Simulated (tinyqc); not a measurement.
Inside a calculation. Method: RKS/PBE in the 6-311g basis, for He, spin multiplicity 1. Computed by tinyqc, a small Python program that keeps every step (integrals from PySCF). Settings: charge = 0, multiplicity = 1, basis = 6-311g, energy threshold = 1e-08, iteration cap = 54, orthogonalisation = symmetric, start = random, DIIS depth = 4, DIIS from iteration = 2, method = RKS, functional = pbe,pbe, grid = [30, 14]. Command: `OMP_NUM_THREADS=1 python tinyqc.py 29635 29636 out.jsonl` (the two numbers bound the seeds that draw the settings). One thread of a shared host (Intel(R) Xeon(R) Processor @ 2.60GHz), about 0.1 s of CPU time with the checks. Later iterations appear only in the table of the cycle.

## One-electron integrals

Geometry (angstrom):
```
atom       x       y       z
He    0.0000  0.0000  0.0000
```

Basis 6-311g: exponents (1/bohr^2) and contraction coefficients of normalised primitives:
```
element  l (shell)  exponent  coefficient
He           s (1)   98.1243       0.0287
He           s (1)   14.7689       0.2081
He           s (1)    3.3188       0.8376
He           s (2)    0.8740       1.0000
He           s (3)    0.2446       1.0000
```

Overlap, kinetic and nuclear-attraction integrals over the contracted functions; the nuclear repulsion is the sum of Za Zb / Rab.

nuclear repulsion = 0 hartree

overlap S, order 1He 1s, 1He 2s, 1He 3s:
$$\begin{pmatrix}
1.0000 & 0.6805 & 0.3286 \\
0.6805 & 1.0000 & 0.7516 \\
0.3286 & 0.7516 & 1.0000
\end{pmatrix}$$

kinetic energy T (hartree), order 1He 1s, 1He 2s, 1He 3s:
$$\begin{pmatrix}
6.8571 & 1.4395 & 0.2256 \\
1.4395 & 1.3111 & 0.4309 \\
0.2256 & 0.4309 & 0.3668
\end{pmatrix}$$

nuclear attraction V (hartree), order 1He 1s, 1He 2s, 1He 3s:
$$\begin{pmatrix}
-7.3063 & -3.4648 & -1.5351 \\
-3.4648 & -2.9838 & -1.7939 \\
-1.5351 & -1.7939 & -1.5783
\end{pmatrix}$$

core Hamiltonian H = T + V (hartree), order 1He 1s, 1He 2s, 1He 3s:
$$\begin{pmatrix}
-0.4492 & -2.0254 & -1.3095 \\
-2.0254 & -1.6727 & -1.3630 \\
-1.3095 & -1.3630 & -1.2115
\end{pmatrix}$$

## Two-electron integrals

Functions are numbered as in S; the eight-fold symmetry (ij|kl) = (ji|kl) = (kl|ij) leaves the list below.

Two-electron integrals (ij|kl) in chemists' order, unique and non-zero (hartree):
```
(11|11) 2.3951   (21|11) 1.3473   (21|21) 0.7987   (22|11) 1.3584
(22|21) 0.8638   (22|22) 1.0549   (31|11) 0.6141   (31|21) 0.3686
(31|22) 0.4068   (31|31) 0.1707   (32|11) 0.8427   (32|21) 0.5470
(32|22) 0.7004   (32|31) 0.2594   (32|32) 0.4767   (33|11) 0.7670
(33|21) 0.5102   (33|22) 0.6976   (33|31) 0.2442   (33|32) 0.4947
(33|33) 0.5580
```

## Orthogonalisation

S = U s U^T; symmetric (Loewdin) form X = U s^(-1/2) U^T, so that X^T S X = 1.

eigenvalues of S: [0.1357, 0.6734, 2.1908]

X, order 1He 1s, 1He 2s, 1He 3s:
$$\begin{pmatrix}
1.3166 & -0.6459 & 0.1507 \\
-0.6459 & 1.8555 & -0.7714 \\
0.1507 & -0.7714 & 1.4367
\end{pmatrix}$$

## Starting guess

The start is random orthonormal orbitals; D = 2 C_occ C_occ^T.

D at the start, order 1He 1s, 1He 2s, 1He 3s:
$$\begin{pmatrix}
0.8884 & -2.2682 & 2.1752 \\
-2.2682 & 5.7908 & -5.5534 \\
2.1752 & -5.5534 & 5.3257
\end{pmatrix}$$

## Iteration 1: exchange-correlation on the grid

Becke grid with 30 radial and 14 angular points per atom, points of zero weight dropped. rho = sum D_ij phi_i phi_j; V_xc,ij = sum w v_xc phi_i phi_j plus the gradient terms; v_xc is d(rho eps)/d rho at fixed gradient.

The 16 grid points with the largest w rho, of 420 (bohr, atomic units):
```
x              y        z       w     rho  |grad rho|^2   eps_xc     v_xc
-1.1885  -1.1885  -1.1885  1.3611  0.0271      4.86e-04  -0.2668  -0.3443
-1.1885  -1.1885   1.1885  1.3611  0.0271      4.86e-04  -0.2668  -0.3443
1.1885   -1.1885   1.1885  1.3611  0.0271      4.86e-04  -0.2668  -0.3443
1.1885    1.1885   1.1885  1.3611  0.0271      4.86e-04  -0.2668  -0.3443
-1.1885   1.1885   1.1885  1.3611  0.0271      4.86e-04  -0.2668  -0.3443
-1.1885   1.1885  -1.1885  1.3611  0.0271      4.86e-04  -0.2668  -0.3443
1.1885    1.1885  -1.1885  1.3611  0.0271      4.86e-04  -0.2668  -0.3443
1.1885   -1.1885  -1.1885  1.3611  0.0271      4.86e-04  -0.2668  -0.3443
1.3985    1.3985   1.3985  2.1433  0.0161        0.0010  -0.2426  -0.2682
1.3985   -1.3985   1.3985  2.1433  0.0161        0.0010  -0.2426  -0.2682
-1.3985   1.3985  -1.3985  2.1433  0.0161        0.0010  -0.2426  -0.2682
1.3985    1.3985  -1.3985  2.1433  0.0161        0.0010  -0.2426  -0.2682
-1.3985  -1.3985   1.3985  2.1433  0.0161        0.0010  -0.2426  -0.2682
-1.3985   1.3985   1.3985  2.1433  0.0161        0.0010  -0.2426  -0.2682
1.3985   -1.3985  -1.3985  2.1433  0.0161        0.0010  -0.2426  -0.2682
-1.3985  -1.3985  -1.3985  2.1433  0.0161        0.0010  -0.2426  -0.2682
```

electrons on the grid, sum of w rho = 2.0000

E_xc = sum of w rho eps_xc = -0.564046 hartree

V_xc (hartree), order 1He 1s, 1He 2s, 1He 3s:
$$\begin{pmatrix}
-0.7011 & -0.3602 & -0.1652 \\
-0.3602 & -0.3873 & -0.2632 \\
-0.1652 & -0.2632 & -0.3181
\end{pmatrix}$$

## Iteration 1: building the Kohn-Sham matrix

J_ij = sum D_kl (ij|kl); F = H + J + V_xc; E = tr D H + tr D J / 2 + E_xc + E_nn.

Coulomb J (hartree), order 1He 1s, 1He 2s, 1He 3s:
$$\begin{pmatrix}
1.2790 & 0.8217 & 0.3909 \\
0.8217 & 1.1024 & 0.7923 \\
0.3909 & 0.7923 & 0.9456
\end{pmatrix}$$

Kohn-Sham matrix F (hartree), order 1He 1s, 1He 2s, 1He 3s:
$$\begin{pmatrix}
0.1287 & -1.5639 & -1.0838 \\
-1.5639 & -0.9576 & -0.8339 \\
-1.0838 & -0.8339 & -0.5840
\end{pmatrix}$$

total energy of this density = 2.393519 hartree

## Iteration 1: diagonalisation and new density

Diagonalise F' = X^T F X, C = X C', fill 1 alpha and 1 beta electrons from the bottom; D = 2 C_occ C_occ^T. Each column has its largest component positive (the first on a tie).

F' = X^T F X (hartree):
$$\begin{pmatrix}
2.2026 & -2.8094 & -0.0413 \\
-2.8094 & 1.4654 & -0.7988 \\
-0.0413 & -0.7988 & -0.0295
\end{pmatrix}$$

orbital energies (hartree): MO1 -1.3159, MO2 0.2344, MO3 4.7199

coefficients C, order 1He 1s, 1He 2s, 1He 3s:
$$\begin{pmatrix}
0.3566 & -0.1795 & -1.4191 \\
0.5812 & -0.9517 & 1.7921 \\
0.1942 & 1.4293 & -0.7754
\end{pmatrix}$$

D after iteration 1, order 1He 1s, 1He 2s, 1He 3s:
$$\begin{pmatrix}
0.2543 & 0.4145 & 0.1385 \\
0.4145 & 0.6757 & 0.2258 \\
0.1385 & 0.2258 & 0.0755
\end{pmatrix}$$

## Iteration 2: exchange-correlation on the grid

As before.

The 16 grid points with the largest w rho, of 420 (bohr, atomic units):
```
x              y        z       w     rho  |grad rho|^2   eps_xc     v_xc
0.3751   -0.3751   0.3751  0.0590  0.3735        2.3089  -0.6336  -0.7128
-0.3751  -0.3751   0.3751  0.0590  0.3735        2.3089  -0.6336  -0.7128
-0.3751   0.3751  -0.3751  0.0590  0.3735        2.3089  -0.6336  -0.7128
0.3751    0.3751  -0.3751  0.0590  0.3735        2.3089  -0.6336  -0.7128
-0.3751   0.3751   0.3751  0.0590  0.3735        2.3089  -0.6336  -0.7128
0.3751    0.3751   0.3751  0.0590  0.3735        2.3089  -0.6336  -0.7128
-0.3751  -0.3751  -0.3751  0.0590  0.3735        2.3089  -0.6336  -0.7128
0.3751   -0.3751  -0.3751  0.0590  0.3735        2.3089  -0.6336  -0.7128
0.4678   -0.4678  -0.4678  0.1071  0.1938        0.6238  -0.5321  -0.5676
-0.4678  -0.4678  -0.4678  0.1071  0.1938        0.6238  -0.5321  -0.5676
0.4678    0.4678   0.4678  0.1071  0.1938        0.6238  -0.5321  -0.5676
-0.4678   0.4678   0.4678  0.1071  0.1938        0.6238  -0.5321  -0.5676
0.4678    0.4678  -0.4678  0.1071  0.1938        0.6238  -0.5321  -0.5676
-0.4678   0.4678  -0.4678  0.1071  0.1938        0.6238  -0.5321  -0.5676
-0.4678  -0.4678   0.4678  0.1071  0.1938        0.6238  -0.5321  -0.5676
0.4678   -0.4678   0.4678  0.1071  0.1938        0.6238  -0.5321  -0.5676
```

electrons on the grid, sum of w rho = 2.0000

E_xc = sum of w rho eps_xc = -1.275710 hartree

V_xc (hartree), order 1He 1s, 1He 2s, 1He 3s:
$$\begin{pmatrix}
-1.2155 & -0.6859 & -0.3127 \\
-0.6859 & -0.6796 & -0.4086 \\
-0.3127 & -0.4086 & -0.3334
\end{pmatrix}$$

## Iteration 2: building the Kohn-Sham matrix

As before.

Coulomb J (hartree), order 1He 1s, 1He 2s, 1He 3s:
$$\begin{pmatrix}
3.2525 & 1.9761 & 0.9195 \\
1.9761 & 2.2560 & 1.4655 \\
0.9195 & 1.4655 & 1.4226
\end{pmatrix}$$

Kohn-Sham matrix F (hartree), order 1He 1s, 1He 2s, 1He 3s:
$$\begin{pmatrix}
1.5877 & -0.7351 & -0.7026 \\
-0.7351 & -0.0963 & -0.3061 \\
-0.7026 & -0.3061 & -0.1223
\end{pmatrix}$$

total energy of this density = -2.762179 hartree

## Iteration 2: diagonalisation and new density

As before.

F' = X^T F X (hartree):
$$\begin{pmatrix}
3.7402 & -2.7792 & 0.0333 \\
-2.7792 & 2.1962 & -0.7174 \\
0.0333 & -0.7174 & 0.2715
\end{pmatrix}$$

orbital energies (hartree): MO1 -0.3957, MO2 0.7128, MO3 5.8907

coefficients C, order 1He 1s, 1He 2s, 1He 3s:
$$\begin{pmatrix}
0.2421 & -0.1694 & -1.4443 \\
0.3919 & -1.1830 & 1.7035 \\
0.5196 & 1.3826 & -0.7073
\end{pmatrix}$$

D after iteration 2, order 1He 1s, 1He 2s, 1He 3s:
$$\begin{pmatrix}
0.1172 & 0.1897 & 0.2515 \\
0.1897 & 0.3072 & 0.4073 \\
0.2515 & 0.4073 & 0.5399
\end{pmatrix}$$

## Iteration 6 (converged): orbitals

converged F (hartree), order 1He 1s, 1He 2s, 1He 3s:
$$\begin{pmatrix}
1.2523 & -0.9230 & -0.7879 \\
-0.9230 & -0.2778 & -0.4133 \\
-0.7879 & -0.4133 & -0.2067
\end{pmatrix}$$

As before.

F' = X^T F X (hartree):
$$\begin{pmatrix}
3.3876 & -2.7922 & 0.0158 \\
-2.7922 & 2.0531 & -0.7379 \\
0.0158 & -0.7379 & 0.2259
\end{pmatrix}$$

orbital energies (hartree): MO1 -0.5746, MO2 0.6087, MO3 5.6324

coefficients C, order 1He 1s, 1He 2s, 1He 3s:
$$\begin{pmatrix}
0.2720 & -0.1722 & -1.4386 \\
0.4614 & -1.1229 & 1.7266 \\
0.4197 & 1.4077 & -0.7239
\end{pmatrix}$$

D after iteration 6, order 1He 1s, 1He 2s, 1He 3s:
$$\begin{pmatrix}
0.1480 & 0.2510 & 0.2283 \\
0.2510 & 0.4258 & 0.3873 \\
0.2283 & 0.3873 & 0.3523
\end{pmatrix}$$

## Convergence

Stop when the energy changes by less than 1e-08 hartree and every element of the error matrix X^T (F D S - S D F) X is below 3e-05.

Course of the cycle:
```
iteration  E (hartree)     change  largest element of the error matrix
1             2.393519          -                             2.84e+00
2            -2.762179  -5.16e+00                             6.45e-01
3            -2.868248  -1.06e-01                             2.51e-01
4            -2.890531  -2.23e-02                             1.04e-02
5            -2.890576  -4.42e-05                             1.58e-04
6            -2.890576  -7.36e-09                             7.26e-07
```

PySCF RKS in the same basis, fine grid = -2.890576 hartree

Converged in 6 iterations.

## Populations

Mulliken: Z minus the diagonal of D S on the atom; Loewdin: the same with S^(1/2) D S^(1/2).

Charges (e):
```
atom  Mulliken  Loewdin
1He          0        0
```
